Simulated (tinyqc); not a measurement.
Inside a calculation. Model: transistor under a ferroelectric capacitor (negative capacitance), static model.

Program tinyqc, `OMP_NUM_THREADS=1 python tinyqc.py 2860152 2860153 out.jsonl`; Intel Xeon 2.30GHz, shared host, one thread, about 0.02 s. Printed values are rounded.

A ferroelectric film of thickness tf lies between the gate and an inner metal at potential v, which drives an ordinary transistor. One domain, P = Q (background permittivity neglected): Vg = v + tf (2 al Q + 4 be Q^3), al = -3 sqrt(3) Ec/(4 Pr), be = 3 sqrt(3) Ec/(8 Pr^3). Gate charge Q(v) = Qi + Cp v with the channel charge Qi = Cox n Vt ln(1 + exp((v - VT)/(n Vt))). Q in uC/cm^2, E in kV/cm; 1 nm times 1 kV/cm is 1e-4 V. Domains, leakage and the switching time are left out.

Inputs (values chosen for the exercise); Pr and Ec close to those of hafnium oxide based films:
```
symbol,value,unit,meaning
T,293,K,temperature
Pr,10,uC/cm^2,remanent polarisation
Ec,1000,kV/cm,coercive field
Cox,2.2,uF/cm^2,capacitance of the inner oxide
Cp,0.83,uF/cm^2,overlap capacitance per gate area
VT,0.33,V,threshold of the inner transistor
n,1.25,,subthreshold factor of the inner transistor
tf,21,nm,ferroelectric thickness
Vg,0.21,V,gate voltage
```

Constants: q = 1.602176634e-19 C, kB = 1.380649e-23 J/K, Vt = kB T/q. Results are converted to the units shown.

## Landau coefficients and capacitance at zero charge

al = -3 sqrt(3) Ec/(4 Pr), be = 3 sqrt(3) Ec/(8 Pr^3); C_FE(0) = 1/(2 al tf); far below threshold the gain is 1/(1 + 2 al tf Cp) near Q = 0 and the swing n Vt ln 10/gain.

al = -129.904 kV cm/uC
be = 0.649519 kV cm^5/uC^3
C_FE(0) = -1.83286 uF/cm^2
gain near Q = 0 = 1.82763
swing = 39.7628 mV/decade

The swing is below Vt ln 10 = 58.1 mV a decade; without the film it is 72.7.

## Gate voltage against inner potential

v, point 0 to 8 (V): 0  0.15  0.3  0.45  0.6  0.75  0.9  1.05  1.2

Q(v) and Vg(v) as above. C = dQ/dv = Cox/(1 + exp(-(v - VT)/(n Vt))) + Cp; dVg/dv = 1 + C tf (2 al + 12 be Q^2); gain = dv/dVg.

```
point	Q (uC/cm^2)	C (uF/cm^2)	Vg (V)	dVg/dv
0	0.00000	0.830063	-0.000001	0.547121
1	0.12473	0.837313	0.081958	0.543379
2	0.27169	1.44331	0.151876	0.214281
3	0.63903	2.98196	0.102770	-0.607016
4	1.09201	3.02958	0.011307	-0.593792
5	1.54650	3.03000	-0.073584	-0.534540
6	2.00100	3.03000	-0.148024	-0.454579
7	2.45550	3.03000	-0.208933	-0.354126
8	2.91000	3.03	-0.253238	-0.233183
```

dVg/dv is negative at 6 of the points: Vg(v) folds back, so the transfer curve has hysteresis. Minimising dVg/dv over v puts the thickness at which the fold first appears at 13.0 nm.

## Iteration 1: inner potential by Newton steps

v at the start = 1.5 V

f = v + tf (2 al Q + 4 be Q^3) - Vg, f' = 1 + C tf (2 al + 12 be Q^2) with C = Cox/(1 + exp(-(v - VT)/(n Vt))) + Cp; v(new) = v - f/f'.

Q = 3.819 uC/cm^2
f = -0.489739 V
f' = 0.0701706
v after iteration 1 = 8.47925 V

## Iteration 2: inner potential by Newton steps

As before.

Q = 24.9661 uC/cm^2
f = 79.5513 V
f' = 30.2596
v after iteration 2 = 5.85029 V

The value that enters this step is an overshoot, farther from the solution than the start was, so its intermediate quantities are not physical.

## Course of the iteration: inner potential by Newton steps

Stop when v changes by less than 1e-10 V, or after 30 iterations.

Course of the iteration:
```
iteration	v (V)	|change| (V)
1	8.47925	6.98
2	5.85029	2.63
3	4.15648	1.69
4	3.11552	1.04
5	2.54967	0.566
6	2.32916	0.221
7	2.29207	0.0371
8	2.29104	1.03e-3
9	2.29104	7.83e-7
10	2.29104	< 1e-12
```

Converged in 10 iterations. At the end the number of correct digits about doubles with each step. There dVg/dv = 1.26, a gain of 0.792.
